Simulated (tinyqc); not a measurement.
Power iteration on a symmetric matrix, step by step. One step of it, computed by the program tinyqc.

Problem. Step 3. w = (A - shift) v; v' = w/|w| with its largest component positive (the first on a tie); lambda = v'^T A v'.

A, lower triangle:
```
,1,2,3,4
1,0.256000
2,-0.012000,0.305000
3,-0.381000,-0.244000,1.016000
4,0.150000,-0.152000,-0.019000,1.258000
```

vector after step 2: 0.038719  -0.149982  0.251173  0.955468

shift = -0.170000

Give: vector after step 3; Rayleigh quotient after step 3.

Solution.

vector after step 3: 0.045  -0.192  0.208  0.958

Rayleigh quotient after step 3 = 1.284
